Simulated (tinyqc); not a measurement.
From results back to parameters: phonon-assisted absorption at an indirect gap. Three cases, with inputs chosen for the exercise.

Problem. One phonon: alpha = A [N (E - Eg + w)^2 + (N + 1)(E - Eg - w)^2], each term only above its threshold, N = 1/(exp(w/kB Tm) - 1). The first two energies lie below the emission threshold and the third above it.

Constants: kB = 8.617333262e-05 eV/K.

Find: slope sqrt(A N); threshold Eg - w; w; Eg; A.

Method. sqrt(alpha) at the first two energies is a line with slope sqrt(A N) and intercept Eg - w. The excess at the third energy is A N exp(w/kB Tm) (E - (Eg - w) - 2w)^2, which has one root w with the emission threshold between the second and third energies.

Case 1.

Values chosen (out of a larger set: loosely those of SiGe at room temperature; Eg is not tied to T; not measured data): Es = (0.926, 0.988, 1.049) eV (three photon energies); Tm = 400 K.

alpha at the three energies (1/cm): 0.3962145  6.278622  25.58875

Solution.

slope sqrt(A N) = 30.26 1/(cm^(1/2) eV)
threshold Eg - w = 0.9052 eV
w = 51.8 meV
Eg = 0.957 eV
A = 3.2e+03 1/(cm eV^2)

Case 2.

Values chosen (out of a larger set: loosely those of SiGe at room temperature; Eg is not tied to T; not measured data): Es = (0.938, 1, 1.06) eV (three photon energies); Tm = 400 K.

alpha at the three energies (1/cm): 0.4391618  7.326874  29.57026

Solution.

slope sqrt(A N) = 32.97 1/(cm^(1/2) eV)
threshold Eg - w = 0.9179 eV
w = 51.1 meV
Eg = 0.969 eV
A = 3.7e+03 1/(cm eV^2)

Case 3.

Values chosen (out of a larger set: loosely those of SiC at room temperature; Eg is not tied to T; not measured data): Es = (3.141, 3.223, 3.29) eV (three photon energies); Tm = 300 K.

alpha at the three energies (1/cm): 0.2249461  3.707376  16.64965

Solution.

slope sqrt(A N) = 17.70 1/(cm^(1/2) eV)
threshold Eg - w = 3.1142 eV
w = 67.8 meV
Eg = 3.182 eV
A = 4.0e+03 1/(cm eV^2)

Computed by tinyqc, one run a case: `OMP_NUM_THREADS=1 python tinyqc.py N N+1 out.jsonl` with N = 1652647, 1652648, 1652659; one thread of a shared Intel(R) Xeon(R) Processor @ 2.30GHz, about 0.01 s a run at most.
